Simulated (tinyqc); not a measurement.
G0W0 on RHF in the sto-6g basis, for BeH+, spin multiplicity 1, step by step. Computed by tinyqc, a small Python program that keeps every step (integrals from PySCF). Settings: charge = 1, multiplicity = 1, basis = sto-6g, method = RHF, energy threshold = 1e-10, iteration cap = 51, orthogonalisation = symmetric, start = Wolfsberg-Helmholz matrix, DIIS depth = 6. Command: `OMP_NUM_THREADS=1 python tinyqc.py 20934 20935 out.jsonl` (the two numbers bound the seeds that draw the settings). One thread of a shared host (Intel(R) Xeon(R) Processor @ 2.60GHz), about 0.08 s of CPU time with the checks. The early iterations of the SCF are left out here.

## One-electron integrals

Geometry (angstrom):

| atom | x | y | z |
|---|---|---|---|
| Be | 0.000000 | 0.000000 | 0.000000 |
| H | 0.000000 | 0.000000 | 1.197000 |

Basis sto-6g: exponents (1/bohr^2) and contraction coefficients of normalised primitives:

| element | l (shell) | exponent | coefficient |
|---|---|---|---|
| Be | s (1) | 312.870494 | 0.009164 |
| Be | s (1) | 57.364463 | 0.049361 |
| Be | s (1) | 16.048509 | 0.168538 |
| Be | s (1) | 5.513096 | 0.370563 |
| Be | s (1) | 2.140897 | 0.416492 |
| Be | s (1) | 0.881739 | 0.130334 |
| Be | s (2) | 13.633247 | -0.013253 |
| Be | s (2) | 2.698375 | -0.046992 |
| Be | s (2) | 0.838653 | -0.033785 |
| Be | s (2) | 0.322660 | 0.250242 |
| Be | s (2) | 0.140131 | 0.595117 |
| Be | s (2) | 0.064233 | 0.240706 |
| Be | p (3) | 13.633247 | 0.003760 |
| Be | p (3) | 2.698375 | 0.037679 |
| Be | p (3) | 0.838653 | 0.173897 |
| Be | p (3) | 0.322660 | 0.418036 |
| Be | p (3) | 0.140131 | 0.425860 |
| Be | p (3) | 0.064233 | 0.101708 |
| H | s (1) | 35.523221 | 0.009164 |
| H | s (1) | 6.513144 | 0.049361 |
| H | s (1) | 1.822143 | 0.168538 |
| H | s (1) | 0.625955 | 0.370563 |
| H | s (1) | 0.243077 | 0.416492 |
| H | s (1) | 0.100112 | 0.130334 |

Overlap, kinetic and nuclear-attraction integrals over the contracted functions; the nuclear repulsion is the sum of Za Zb / Rab.

nuclear repulsion = 1.76834490 hartree

overlap S, lower triangle:
```
           1Be 1s    1Be 2s   1Be 2px   1Be 2py   1Be 2pz     2H 1s
1Be 1s   1.000000
1Be 2s   0.254764  1.000000
1Be 2px  0.000000  0.000000  1.000000
1Be 2py  0.000000  0.000000  0.000000  1.000000
1Be 2pz  0.000000  0.000000  0.000000  0.000000  1.000000
2H 1s    0.098608  0.519114  0.000000  0.000000  0.560603  1.000000
```

kinetic energy T (hartree), lower triangle:
```
            1Be 1s    1Be 2s   1Be 2px   1Be 2py   1Be 2pz     2H 1s
1Be 1s    6.768753
1Be 2s   -0.207382  0.220121
1Be 2px   0.000000  0.000000  0.661265
1Be 2py   0.000000  0.000000  0.000000  0.661265
1Be 2pz   0.000000  0.000000  0.000000  0.000000  0.661265
2H 1s    -0.011239  0.092495  0.000000  0.000000  0.242142  0.768522
```

nuclear attraction V (hartree), lower triangle:
```
             1Be 1s     1Be 2s    1Be 2px    1Be 2py    1Be 2pz      2H 1s
1Be 1s   -15.156877
1Be 2s    -1.763323  -2.699521
1Be 2px    0.000000   0.000000  -2.655446
1Be 2py    0.000000   0.000000   0.000000  -2.655446
1Be 2pz   -0.023690  -0.165429   0.000000   0.000000  -2.787336
2H 1s     -0.766433  -1.488068   0.000000   0.000000  -1.608678  -2.983263
```

core Hamiltonian H = T + V (hartree), lower triangle:
```
            1Be 1s     1Be 2s    1Be 2px    1Be 2py    1Be 2pz      2H 1s
1Be 1s   -8.388124
1Be 2s   -1.970705  -2.479400
1Be 2px   0.000000   0.000000  -1.994181
1Be 2py   0.000000   0.000000   0.000000  -1.994181
1Be 2pz  -0.023690  -0.165429   0.000000   0.000000  -2.126071
2H 1s    -0.777672  -1.395573   0.000000   0.000000  -1.366537  -2.214740
```

## Two-electron integrals

Functions are numbered as in S; the eight-fold symmetry (ij|kl) = (ji|kl) = (kl|ij) leaves the list below.

Two-electron integrals (ij|kl) in chemists' order, unique and non-zero (hartree):
```
(11|11) 2.299996   (21|11) 0.361879   (21|21) 0.071926   (22|11) 0.570332
(22|21) 0.139654   (22|22) 0.417773   (31|31) 0.015252   (32|31) 0.022555
(32|32) 0.092340   (33|11) 0.570332   (33|21) 0.139654   (33|22) 0.417773
(33|33) 0.450117   (41|41) 0.015252   (42|41) 0.022555   (42|42) 0.092340
(43|43) 0.024258   (44|11) 0.570332   (44|21) 0.139654   (44|22) 0.417773
(44|33) 0.401601   (44|44) 0.450117   (51|51) 0.015252   (52|51) 0.022555
(52|52) 0.092340   (53|53) 0.024258   (54|54) 0.024258   (55|11) 0.570332
(55|21) 0.139654   (55|22) 0.417773   (55|33) 0.401601   (55|44) 0.401601
(55|55) 0.450117   (61|11) 0.146170   (61|21) 0.028093   (61|22) 0.053906
(61|33) 0.053472   (61|44) 0.053472   (61|51) 0.002753   (61|52) 0.005187
(61|55) 0.054775   (61|61) 0.011597   (62|11) 0.270813   (62|21) 0.066892
(62|22) 0.209283   (62|33) 0.202362   (62|44) 0.202362   (62|51) 0.009332
(62|52) 0.049252   (62|55) 0.223125   (62|61) 0.028448   (62|62) 0.142187
(63|31) 0.007393   (63|32) 0.031139   (63|53) 0.009193   (63|63) 0.015391
(64|41) 0.007393   (64|42) 0.031139   (64|54) 0.009193   (64|64) 0.015391
(65|11) 0.265856   (65|21) 0.066666   (65|22) 0.218429   (65|33) 0.205794
(65|44) 0.205794   (65|51) 0.015454   (65|52) 0.077843   (65|55) 0.243699
(65|61) 0.030111   (65|62) 0.170617   (65|65) 0.215126   (66|11) 0.434775
(66|21) 0.109655   (66|22) 0.375532   (66|33) 0.349027   (66|44) 0.349027
(66|51) 0.020438   (66|52) 0.128819   (66|55) 0.428539   (66|61) 0.048814
(66|62) 0.308271   (66|65) 0.396596   (66|66) 0.774999
```

## Orthogonalisation

S = U s U^T; symmetric (Loewdin) form X = U s^(-1/2) U^T, so that X^T S X = 1.

eigenvalues of S: 0.231989  0.795754  1.000000  1.000000  1.160116  1.812141

X, lower triangle:
```
            1Be 1s     1Be 2s   1Be 2px   1Be 2py    1Be 2pz     2H 1s
1Be 1s    1.026126
1Be 2s   -0.139533   1.216739
1Be 2px   0.000000   0.000000  1.000000
1Be 2py   0.000000   0.000000  0.000000  1.000000
1Be 2pz  -0.007106   0.204497  0.000000  0.000000   1.218753
2H 1s     0.008576  -0.447320  0.000000  0.000000  -0.479583  1.406866
```

## Iteration 8 (converged): orbitals

converged F (hartree), lower triangle:
```
            1Be 1s     1Be 2s    1Be 2px    1Be 2py    1Be 2pz      2H 1s
1Be 1s   -5.100039
1Be 2s   -1.371267  -0.858305
1Be 2px   0.000000   0.000000  -0.153721
1Be 2py   0.000000   0.000000   0.000000  -0.153721
1Be 2pz   0.013758  -0.170837   0.000000   0.000000  -0.376551
2H 1s    -0.532545  -0.649222   0.000000   0.000000  -0.496949  -0.660853
```

Diagonalise F' = X^T F X, C = X C', fill 2 alpha and 2 beta electrons from the bottom; D = 2 C_occ C_occ^T. Each column has its largest component positive (the first on a tie).

F' = X^T F X (hartree), lower triangle:
```
           1          2          3          4          5          6
1  -5.002414
2  -0.655160  -0.406997
3   0.000000   0.000000  -0.153721
4   0.000000   0.000000   0.000000  -0.153721
5   0.035691   0.054464   0.000000   0.000000  -0.124230
6  -0.127280  -0.441801   0.000000   0.000000  -0.436803  -0.154746
```

orbital energies (hartree): MO1 -5.101274, MO2 -0.772857, MO3 -0.269714, MO4 -0.153721, MO5 -0.153721, MO6 0.455459

coefficients C:
```
               MO1        MO2        MO3       MO4        MO5        MO6
1Be 1s    0.995623  -0.187480  -0.190114  0.000000   0.000000   0.099855
1Be 2s    0.016413   0.496841   0.772053  0.000000   0.000000  -0.947972
1Be 2px   0.000000   0.000000   0.000000  0.956144  -0.292898   0.000000
1Be 2py   0.000000   0.000000   0.000000  0.292898   0.956144   0.000000
1Be 2pz  -0.002617   0.302359  -0.643792  0.000000   0.000000  -1.118629
2H 1s     0.000623   0.508273  -0.190111  0.000000   0.000000   1.454289
```

D after iteration 8, lower triangle:
```
            1Be 1s    1Be 2s   1Be 2px   1Be 2py   1Be 2pz     2H 1s
1Be 1s    2.052829
1Be 2s   -0.153613  0.494240
1Be 2px   0.000000  0.000000  0.000000
1Be 2py   0.000000  0.000000  0.000000  0.000000
1Be 2pz  -0.118584  0.300363  0.000000  0.000000  0.182856
2H 1s    -0.189341  0.505082  0.000000  0.000000  0.307358  0.516683
```

Within a degenerate level the vectors are fixed only up to a rotation; this is one choice.

## Convergence

Stop when the energy changes by less than 1e-10 hartree and every element of the error matrix X^T (F D S - S D F) X is below 3e-06.

Course of the cycle:

| iteration | E (hartree) | change | largest element of the error matrix |
|---|---|---|---|
| 1 | -14.78732788 | - | 1.95e-01 |
| 2 | -14.80916605 | -2.18e-02 | 3.88e-02 |
| 3 | -14.81487377 | -5.71e-03 | 1.98e-02 |
| 4 | -14.81653022 | -1.66e-03 | 2.41e-03 |
| 5 | -14.81653350 | -3.29e-06 | 9.60e-04 |
| 6 | -14.81653496 | -1.46e-06 | 1.86e-05 |
| 7 | -14.81653496 | -4.83e-10 | 9.11e-07 |
| 8 | -14.81653496 | -1.34e-12 | 2.68e-08 |

PySCF RHF in the same basis = -14.81653496 hartree

Converged in 8 iterations.

## Integrals over molecular orbitals

(pq|rs) = sum C_ip C_jq C_kr C_ls (ij|kl), one index at a time.

one-electron integrals over orbitals h = C^T H C (hartree), lower triangle:
```
           1          2          3          4          5          6
1  -8.380804
2   0.165993  -2.329945
3   0.212396   0.019331  -1.986179
4   0.000000   0.000000   0.000000  -1.994181
5   0.000000   0.000000   0.000000   0.000000  -1.994181
6  -0.070190   0.105181  -0.013471   0.000000   0.000000  -1.560448
```

Two-electron integrals over orbitals (pq|rs), unique and non-zero (hartree):
```
(11|11) 2.284206    (21|11) -0.170175   (21|21) 0.022628    (22|11) 0.508976
(22|21) 0.004181    (22|22) 0.561764    (31|11) -0.177497   (31|21) 0.016831
(31|22) -0.020488   (31|31) 0.029571    (32|11) 0.030559    (32|21) -0.006077
(32|22) -0.063618   (32|31) 0.001941    (32|32) 0.026562    (33|11) 0.564870
(33|21) -0.014838   (33|22) 0.321429    (33|31) 0.004812    (33|32) 0.023231
(33|33) 0.479697    (41|41) 0.015890    (42|41) 0.012979    (42|42) 0.042466
(43|41) 0.014107    (43|42) 0.029650    (43|43) 0.053225    (44|11) 0.570101
(44|21) -0.006037   (44|22) 0.379308    (44|31) -0.005754   (44|32) 0.013140
(44|33) 0.402540    (44|44) 0.450117    (51|51) 0.015890    (52|51) 0.012979
(52|52) 0.042466    (53|51) 0.014107    (53|52) 0.029650    (53|53) 0.053225
(54|54) 0.024258    (55|11) 0.570101    (55|21) -0.006037   (55|22) 0.379308
(55|31) -0.005754   (55|32) 0.013140    (55|33) 0.402540    (55|44) 0.401601
(55|55) 0.450117    (61|11) 0.097149    (61|21) -0.017324   (61|22) -0.011042
(61|31) -0.003565   (61|32) 0.005721    (61|33) 0.017484    (61|44) 0.001325
(61|55) 0.001325    (61|61) 0.018898    (62|11) -0.102248   (62|21) 0.004875
(62|22) 0.081990    (62|31) 0.004270    (62|32) -0.043291   (62|33) -0.026603
(62|44) -0.043205   (62|55) -0.043205   (62|61) 0.000164    (62|62) 0.122640
(63|11) 0.039923    (63|21) -0.004371   (63|22) -0.056616   (63|31) 0.006626
(63|32) 0.021537    (63|33) 0.057474    (63|44) 0.011036    (63|55) 0.011036
(63|61) 0.007141    (63|62) -0.041048   (63|63) 0.042718    (64|41) -0.009697
(64|42) -0.030807   (64|43) -0.017115   (64|64) 0.028145    (65|51) -0.009697
(65|52) -0.030807   (65|53) -0.017115   (65|65) 0.028145    (66|11) 0.530604
(66|21) 0.000607    (66|22) 0.548119    (66|31) -0.015822   (66|32) -0.059213
(66|33) 0.354106    (66|44) 0.383384    (66|55) 0.383384    (66|61) -0.005536
(66|62) 0.107693    (66|63) -0.051457   (66|66) 0.579107
```

## Screening: direct RPA

With D = e_a - e_i and K = (ia|jb): diagonalise D^(1/2) (D + 4K) D^(1/2) = Z w^2 Z^T; X + Y = D^(1/2) Z w^(-1/2), each column of Z with its largest component positive (the first on a tie); E_c = (sum w - tr (D + 2K)) / 2.

D^(1/2) (D + 4K) D^(1/2) (hartree^2), lower triangle:
```
           1>3        1>4        1>5        1>6        2>3       2>4       2>5       2>6
1>3  23.915459
1>4   0.000000  24.792762
1>5   0.000000   0.000000  24.792762
1>6  -0.073883   0.000000   0.000000  31.297316
2>3   0.012106   0.000000   0.000000   0.038262   0.306611
2>4   0.000000   0.090862   0.000000   0.000000   0.000000  0.488498
2>5   0.000000   0.000000   0.090862   0.000000   0.000000  0.000000  0.488498
2>6   0.041614   0.000000   0.000000   0.001716  -0.136133  0.000000  0.000000  2.111324
```

excitation energies w (hartree): 0.544374  0.698684  0.698684  1.456523  4.890277  4.979267  4.979267  5.594471

X + Y:
```
             1          2          3          4         5         6          7          8
1>3  -0.001927   0.000000   0.000000  -0.003392  0.993927  0.000000   0.000000  -0.009298
1>4   0.000000   0.004203  -0.009017   0.000000  0.000000  0.721489  -0.687801   0.000000
1>5   0.000000  -0.009017  -0.004203   0.000000  0.000000  0.687801   0.721489   0.000000
1>6  -0.003950   0.000000   0.000000   0.000068  0.010664  0.000000   0.000000   0.996571
2>3   0.958689   0.000000   0.000000  -0.043970  0.000166  0.000000   0.000000   0.000369
2>4   0.000000  -0.397739   0.853193   0.000000  0.000000  0.000954  -0.000910   0.000000
2>5   0.000000   0.853193   0.397739   0.000000  0.000000  0.000910   0.000954   0.000000
2>6   0.112375   0.000000   0.000000   0.915750  0.000955  0.000000   0.000000   0.000018
```

RPA correlation energy = -0.02017616 hartree

Within a degenerate level the vectors are fixed only up to a rotation; this is one choice.

## G0W0 on Hartree-Fock: HOMO

W(p,q,m) = sqrt2 sum_ia (pq|ia) (X+Y)_ia,m; Sigma_c(x) = sum_(i,m) W^2/(x - e_i + w_m) + sum_(a,m) W^2/(x - e_a - w_m); solve x = e_p + Sigma_c(x) by Newton steps; Z = 1/(1 - dSigma/dx); 1 hartree = 27.211386 eV.

The 12 largest terms at x = e_p (hartree; W for the signs of X + Y given):

| q | m | W | term |
|---|---|---|---|
| 2 | 1 | -0.073105 | 0.009817 |
| 6 | 4 | 0.161499 | -0.009715 |
| 2 | 4 | 0.110236 | 0.008343 |
| 5 | 2 | 0.051074 | -0.001979 |
| 4 | 3 | 0.051074 | -0.001979 |
| 3 | 4 | -0.057726 | -0.001700 |
| 6 | 1 | -0.039216 | -0.000868 |
| 3 | 1 | 0.029096 | -0.000808 |
| 4 | 2 | -0.023809 | -0.000430 |
| 5 | 3 | 0.023809 | -0.000430 |
| 2 | 5 | -0.028869 | 0.000170 |
| 1 | 8 | -0.024640 | 0.000061 |

Newton steps (hartree):

| step | x | Sigma_c(x) | Z |
|---|---|---|---|
| 0 | -0.772857 | 0.000464 | 0.967821 |
| 1 | -0.772408 | 0.000449 | 0.967847 |
| 2 | -0.772408 | 0.000449 | 0.967847 |

quasiparticle energy of the HOMO = -21.018299 eV

Hartree-Fock value = -21.030508 eV

## G0W0 on Hartree-Fock: LUMO

As before.

The 12 largest terms at x = e_p (hartree; W for the signs of X + Y given):

| q | m | W | term |
|---|---|---|---|
| 2 | 4 | -0.057726 | 0.001700 |
| 5 | 2 | 0.035596 | -0.001555 |
| 4 | 3 | 0.035596 | -0.001555 |
| 6 | 4 | -0.054530 | -0.001363 |
| 3 | 1 | 0.027157 | -0.001355 |
| 3 | 4 | -0.035918 | -0.000886 |
| 2 | 1 | 0.029096 | 0.000808 |
| 6 | 1 | 0.022618 | -0.000403 |
| 4 | 2 | -0.016594 | -0.000338 |
| 5 | 3 | 0.016594 | -0.000338 |
| 1 | 5 | 0.041518 | 0.000177 |
| 3 | 8 | 0.024589 | -0.000108 |

Newton steps (hartree):

| step | x | Sigma_c(x) | Z |
|---|---|---|---|
| 0 | -0.269714 | -0.005392 | 0.989702 |
| 1 | -0.275050 | -0.005336 | 0.989806 |
| 2 | -0.275051 | -0.005336 | 0.989806 |

quasiparticle energy of the LUMO = -7.484511 eV

Hartree-Fock value = -7.339302 eV
